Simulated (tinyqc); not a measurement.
Speciation in dilute and buffered hydrofluoric acid, oxide etch rate and bath loading: one step, computed by the program tinyqc.

Concentrations stand for activities, NH4+ and Cl- are spectators, and water ionisation is neglected. H, F and HF2 denote the ions H+, F- and HF2-. The base temperature is 298 K.

Task: One trial. Fluoride balance: [HF] + [F] + 2 [HF2] + 2 [H2F2] = HF added + NH4F added. Acid balance: [H] + [HF] + [HF2] + 2 [H2F2] = HF added + HCl added. For a trial [H], [HF] = [H][F]/K1, and the fluoride balance is a quadratic in [F]. Take pH = 3. The residual is the left side of the acid balance less the right.

Inputs (values chosen for the exercise, of the order of those for thermal oxide at room temperature):

| quantity | value | unit |
|---|---|---|
| HF added | 0.058 | mol/L |
| NH4F added | 0.088 | mol/L |
| HCl added | 0 | mol/L |
| K1 = [H][F]/[HF] | 0.000715 | mol/L |
| K2 = [HF2]/([HF][F]) | 3.58 | L/mol |
| K3 = [H2F2]/[HF]^2 | 0 | L/mol |

Give: [F]; [HF]; [HF2]; [H2F2]; residual.

Result:

[F] = 0.05030 mol/L

[HF] = 0.07036 mol/L

[HF2] = 0.01267 mol/L

[H2F2] = 0 mol/L

residual = 0.02603 mol/L

The residual is positive: the trial holds too much acid, so the pH lies above 3.
